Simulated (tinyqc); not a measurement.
Dopant redistribution at a moving silicon-oxide interface during parabolic oxidation: one step, computed by the program tinyqc. Command: `OMP_NUM_THREADS=1 python tinyqc.py 3022002 3022003 out.jsonl segox walk`. One thread of a shared host (Intel(R) Xeon(R) Processor @ 2.30GHz), about 0.01 s of CPU time with the checks.

Uniformly doped silicon is oxidised with x_ox = sqrt(B t); the interface advances into the silicon by alpha x_ox, alpha = 0.44. The dopant does not move in the oxide, and at the interface C(silicon) = m C(oxide).

Problem. Profile below the interface. With the dopant diffusivity D and s = alpha x_ox/(2 sqrt(D t)), in the silicon C = C_B + (C_s - C_B) erfc(y/(2 sqrt(D t)))/erfc(s), y from the original surface. Dopant balance at the interface gives C_s/C_B = 1/[1 + (1/(m alpha) - 1) g], g = sqrt(pi) s exp(s^2) erfc(s). Depths z are counted from the present interface: y/(2 sqrt(D t)) = s + z/(2 sqrt(D t)); take z/(2 sqrt(D t)) = 0, 0.05, 0.1, 0.2, 0.3, 0.5, 0.75, 1, 1.5.

Inputs (values chosen for the exercise, modelled on boron in silicon under steam): temperature T = 1025 C.

diffusion length 2 sqrt(D t) = 0.2329072 um

ratio C_s/C_B = 0.1565112

s = 1.742350

Give: Profile.

Solution.

Profile:
```
z/(2 sqrt(D t))  z (um)   C/C_B
0.00             0.0000  0.1565
0.05             0.0116  0.3091
0.10             0.0233  0.4367
0.20             0.0466  0.6306
0.30             0.0699  0.7622
0.50             0.1165  0.9068
0.75             0.1747  0.9740
1.00             0.2329  0.9935
1.50             0.3494  0.9997
```

Caution: parabolic growth needs an oxide much thicker than the Deal-Grove length A, which fails for thin films and low temperatures; oxidation-enhanced or retarded diffusion is ignored.
